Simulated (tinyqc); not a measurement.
# Strained L valleys, repopulation and conductivity mass: mobility against stress

A cubic crystal with four conduction valleys along the <111> axes under uniaxial stress X along [110] (X > 0 is tension); current along [110]. Non-degenerate electrons, fixed total density, one relaxation time for all valleys and stresses, masses unchanged by strain, so the mobility goes as the mean inverse mass.

Stress s_ij = X a_i a_j with a the unit vector along [110]; strain e_ii = s11 s_ii + s12 (s_jj + s_kk), e_ij = s44 s_ij/2. Valley shift dE = Xu (n.e.n - trace(e)/3) with n the valley axis; share f proportional to exp(-dE/Vt). Inverse mass along the current d = [110]: (n.d)^2/ml + (1 - (n.d)^2)/mt; mu/mu0 = sum f (1/m) over the plain mean of 1/m. The linear estimate is 1 - pi X with pi the small-stress slope -d(mu/mu0)/dX.

Parameters, values chosen for the exercise; values close to those of germanium: temperature T = 250 K; compliance s11 = 9.44 1/TPa; compliance s12 = -2.64 1/TPa; compliance s44 = 15.4 1/TPa; shear deformation potential Xu = 16.7 eV; longitudinal mass ml = 1.58 m0; transverse mass mt = 0.0847 m0.

Constants: q = 1.602176634e-19 C, kB = 1.380649e-23 J/K, Vt = kB T/q. Results are converted to the units shown.

Results:
```
X (MPa)  splitting (meV)  largest share  mu/mu0  linear estimate
25                2.1432        0.26242  1.0229           1.0229
50                4.2863        0.27479  1.0457           1.0458
100               8.5727        0.29909  1.0905           1.0917
200               17.145        0.34454  1.1743           1.1834
400               34.291        0.41543  1.3049           1.3668
700               60.009        0.47094  1.4073           1.6418
1000              85.727        0.49082  1.4439           1.9169
2500              214.32        0.49998  1.4608           3.2923
```

Estimate the missing row, X = 1500 MPa.

Computed row:
```
X (MPa)  splitting (meV)  largest share  mu/mu0  linear estimate
1500              128.59        0.49872  1.4585           2.3754
```

With this row back in the table: The ratio mu/mu0 rises from 1.02 to 1.46; pi = -91.7e-11 1/Pa. The linear estimate of the change is 1.001 times the computed change in the first row and 4.97 times it in the last: once the splitting is several Vt (Vt = 21.5 meV) the upper valleys are nearly empty and little is left to move. At X = 2500 MPa the stress passes 1.5 GPa, where intervalley scattering and masses change too.

Numbers from tinyqc (`OMP_NUM_THREADS=1 python tinyqc.py 2530160 2530161 out.jsonl`; about 0.01 s on one thread of a shared Intel Xeon 2.30GHz).
